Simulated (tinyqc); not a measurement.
From results back to parameters: defect-molecule model of a vacancy with Jahn-Teller distortion. Three cases, with inputs chosen for the exercise.

Problem. With et the undistorted t2 level, Uc the repulsion of two electrons, I the Jahn-Teller coupling and k the force constant, the levels above Ev are E(2+/+) = et - E_JT, E(+/0) = et - 3 E_JT + Uc, the Stokes shift of the first transition is 2 E_JT, E_JT = 2 I^2/k and the distortion of the + state is 2 I/k. The values below come from hidden parameters.

Find: et, Uc; I; k.

Method. E_JT is half the Stokes shift; et = E(2+/+) + E_JT; Uc = E(+/0) - E(2+/+) + 2 E_JT; with Q the distortion, I = E_JT/Q and k = 2 E_JT/Q^2.

Case 1.

levels (eV): (2+/+) 0.21535, (+/0) 0.12605

Stokes shift = 0.269301 eV
distortion of + = 0.147967 angstrom

Solution.

et, Uc (eV): 0.350  0.180

I = 0.91 eV/angstrom
k = 12.3 eV/angstrom^2

Case 2.

levels (eV): (2+/+) 0.10312, (+/0) 0.12937

Stokes shift = 0.293752 eV
distortion of + = 0.138562 angstrom

Solution.

et, Uc (eV): 0.250  0.320

I = 1.06 eV/angstrom
k = 15.3 eV/angstrom^2

Case 3.

levels (eV): (2+/+) 0.18881, (+/0) 0.08644

Stokes shift = 0.362371 eV
distortion of + = 0.147305 angstrom

Solution.

et, Uc (eV): 0.370  0.260

I = 1.23 eV/angstrom
k = 16.7 eV/angstrom^2

Computed by tinyqc, one run a case: `OMP_NUM_THREADS=1 python tinyqc.py N N+1 out.jsonl` with N = 1481548, 1481577, 1481688; one thread of a shared Intel(R) Xeon(R) Processor @ 2.30GHz, about 0.01 s a run at most.
